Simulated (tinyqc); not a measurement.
# Pillar capacitor in an array: capacitance, non-linearity, leakage and relaxation: what changes with what

A film between two metal electrodes, each interface adding a series capacitance ci. The small-signal permittivity is ek (1 + aq E^2); the field is found with the linear permittivity. Leakage J = J0 sinh(E/Ef). After a voltage step the film passes a relaxation current kr C V tt^(-nr), tt being the time in seconds. The sidewall is a coaxial capacitor with radii a = dm/2 and b = dm/2 + t, depth AR dm; the end face is left out.

Values chosen for this exercise; permittivity of the order of that of zirconium oxide: relative permittivity of the film ek = 37.7; film thickness t = 17 nm; capacitance of each electrode interface (dead layer and screening) ci = 1000 uF/cm^2; quadratic field coefficient of the permittivity aq = 0.013 cm^2/MV^2; bias V = 2.2 V; exponent of the relaxation current nr = 0.993; strength of the relaxation kr = 0.00028; leakage prefactor J0 = 1.4e-10 A/cm^2; field for an e-fold rise of the leakage Ef = 0.23 MV/cm; aspect ratio, depth over diameter AR = 50; pitch of the square array pt = 260 nm; resistivity of the inner electrode rho = 650 uohm cm; duration of the write pulse t0 = 1e-7 s.

Constants: eps0 = 8.8541878128e-14 F/cm where lengths are in cm. Results are converted to the units shown.

Each table varies one quantity; the others keep the values above.

## Capacitance, non-linearity and leakage against thickness

Planar film: Cf = eps0 ek/t, 1/C = 1/Cf + 2/ci, EOT = 3.9 eps0/C, effective permittivity C t/eps0, E = (V/t) C/Cf; quadratic coefficient [C(V)/C - 1]/V^2 with Cf (1 + aq E^2) in C(V).

Results:
```
t (nm)  C (uF/cm^2)  EOT (nm)  effective permittivity  E (MV/cm)  quadratic coefficient (ppm/V^2)  J (A/cm^2)
5.6          5.8905   0.58622                  37.256     3.8823                            39914   0.0014989
7.6          4.3539   0.79311                  37.372     2.8695                            21904   1.8342e-5
10           3.3159    1.0414                  37.450     2.1854                            12738   9.3685e-7
14           2.3730    1.4552                  37.521     1.5640                           6537.7   6.2841e-8
18           1.8476    1.8690                  37.561     1.2177                           3967.7   1.3945e-8
33           1.0095    3.4207                  37.624    0.66532                           1186.5   1.2591e-9
45          0.74069    4.6621                  37.644    0.48816                           639.12  5.7623e-10
60          0.55572    6.2138                  37.658    0.36626                           359.91  3.2986e-10
```

Estimate the missing row, t = 25 nm.

Computed row:
```
t (nm)  C (uF/cm^2)  EOT (nm)  effective permittivity  E (MV/cm)  quadratic coefficient (ppm/V^2)  J (A/cm^2)
25           1.3317    2.5931                  37.600    0.87766                           2063.4   3.1777e-9
```

With this row back in the table: C falls from 5.89 to 0.556 uF/cm^2 while the effective permittivity goes from 37.3 to 37.7 (ek = 37.7). EOT is a straight line in t with slope 3.9/ek = 0.103 and intercept 0.00691 nm. The quadratic coefficient goes as t^(-1.96) between the first two rows and t^(-2.00) between the last two (-2 without interfaces), and J falls by 6.66 decades.

## Cell against the diameter of the pillar

Per length 1/c = ln(b/a)/(2 pi eps0 ek) + (1/a + 1/b)/(2 pi ci); cell capacitance c AR dm; per footprint over pt^2; fields c V/(2 pi eps0 ek r) at r = a and b; resistance of the inner electrode rho AR dm/(pi a^2); time constant R C/3 of the distributed line. The pitch is scaled as pt dm/(120 nm).

Results:
```
dm (nm)  cell capacitance (fF)  per footprint (uF/cm^2)  field at a (MV/cm)  field at b (MV/cm)  R (kohm)  R C/3 (ps)
44                       8.026                    88.31               1.739              0.9812     9.405       25.16
59                       13.54                    82.87               1.632               1.035     7.014       31.66
79                       23.05                    78.68               1.550               1.083     5.238       40.25
110                      42.66                    75.10               1.479               1.130     3.762       53.49
140                      67.26                    73.10               1.440               1.159     2.956       66.27
190                      120.6                    71.14               1.401               1.189     2.178       87.52
340                      372.6                    68.66               1.352               1.230     1.217       151.2
```

Estimate the missing row, dm = 250 nm.

Computed row:
```
dm (nm)  cell capacitance (fF)  per footprint (uF/cm^2)  field at a (MV/cm)  field at b (MV/cm)  R (kohm)  R C/3 (ps)
250                      204.8                    69.80               1.375               1.210     1.655       113.0
```

With this row back in the table: As dm goes from 44 to 340, the cell capacitance rises from 8.03 to 373 fF, the capacitance per footprint falls from 88.3 to 68.7 uF/cm^2, the ratio of the two fields falls from 1.77 to 1.10 and R C/3 rises from 25.2 to 151 ps; the time constant goes as dm^(0.78) between the first two rows and dm^(0.95) between the last two.

## Charge lost after writing

Planar film: Cf = eps0 ek/t, 1/C = 1/Cf + 2/ci, EOT = 3.9 eps0/C, effective permittivity C t/eps0, E = (V/t) C/Cf. A capacitor written for t0 and then left open loses, as a share of C V, kr (tt^(1 - nr) - t0^(1 - nr))/(1 - nr) by relaxation and J tt/(C V) by leakage; both are taken as small, and rows far outside that range are left out.

The same in every row: leakage current (nA/cm^2) = 19.02.

Charge lost after writing:
```
tt (s)  relaxation current (nA/cm^2)  loss by relaxation (%)  loss by leakage (%)  total loss (%)
1e-6                         1.094e6                 0.05806             4.419e-7         0.05806
1e-5                         1.112e5                  0.1171             4.419e-6          0.1171
0.0001                       1.130e4                  0.1770             4.419e-5          0.1771
0.001                           1148                  0.2380             4.419e-4          0.2384
0.01                           116.7                  0.2999             0.004419          0.3043
0.1                            11.86                  0.3628              0.04419          0.4070
1                              1.205                  0.4268               0.4419          0.8687
10                            0.1224                  0.4918                4.419           4.911
```

Read the table: what changes, and by how much?

The two currents are equal at tt = 0.0621 s. The loss by relaxation grows from 0.0581 to 0.492 %, by 0.0590 points over the first decade and 0.0650 over the last, while the loss by leakage grows tenfold a decade. Leakage is the larger loss for tt = 1, 10 s. For tt = 10 the falling voltage would already cut the leakage, so the linear estimate overstates the loss.

Computed by the program tinyqc: `OMP_NUM_THREADS=1 python tinyqc.py 2102104 2102105 out.jsonl`, one thread of a shared Intel Xeon 2.30GHz, about 0.01 s for the whole run.
